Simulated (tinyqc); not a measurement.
Where a trap does most harm: tunnelling through a thin dielectric with one trap, as a tight-binding chain.

Hopping -t everywhere, t = c/(m a^2), c = hbar^2/2m0; lead sites at 2t (band bottom 0), barrier sites 1 to N at 2t + phi, and site j has U besides. No voltage. Leads give S = -t exp(ika) on sites 1 and N, cos(ka) = 1 - E/(2t). T = (2 t sin(ka))^2 |G_1N|^2, G = (E - H - S)^-1. In the barrier cosh(q a) = 1 + (phi - E)/(2t).

Resonance: the lowest eigenvalue of H + S(E), iterated until its real part equals E (40 rounds from Eb = phi + 2t - sqrt(4t^2 + U^2), the level in an endless barrier). With v the normalised squared amplitudes of that state, Gamma_L = 2 t sin(ka) v_1, Gamma_R = 2 t sin(ka) v_N; Breit-Wigner T = Gamma_L Gamma_R/((E - Er)^2 + (Gamma_L + Gamma_R)^2/4).

Constants: hbar^2/2m0 = 3.80998211 eV angstrom^2.

Inputs chosen for the exercise (barrier and mass of the size used for SiO2 on silicon; not measured data): a = 3 angstrom (site spacing); m = 0.46 m0 (mass, the same in leads and barrier); phi = 3.09 eV (conduction edge of the barrier above that of the leads); N = 9 (barrier sites); U = -3.43 eV (extra energy on the trap site).

The trap is moved through the barrier. The area under the resonance, 2 pi Gamma_L Gamma_R/(Gamma_L + Gamma_R), sets the current through it.

Against position:
```
j,Er (eV),Gamma_L (meV),Gamma_R (meV),peak,area (meV)
3,1.0381,6.06,9.66e-05,6.37e-05,0.000607
4,1.0379,0.383,0.00153,0.0158,0.00956
5,1.0379,0.0242,0.0242,1.00,0.0760
6,1.0379,0.00153,0.383,0.0158,0.00956
7,1.0381,9.66e-05,6.06,6.37e-05,0.000607
```

The area is largest at j = 5 (0.0760 meV) and 125 times smaller at j = 3: the slower of the two steps limits the current, so traps in the middle carry most. Each site towards a lead multiplies its width by about 15.83, close to exp(2 q a) = 15.83 at Eb.

Computed by tinyqc, a small Python program: `OMP_NUM_THREADS=1 python tinyqc.py 1450928 1450929 out.jsonl` (the numbers bound the seed that draws the inputs); one thread of a shared host (Intel(R) Xeon(R) Processor @ 2.30GHz), about 0.08 s for the whole set of steps.
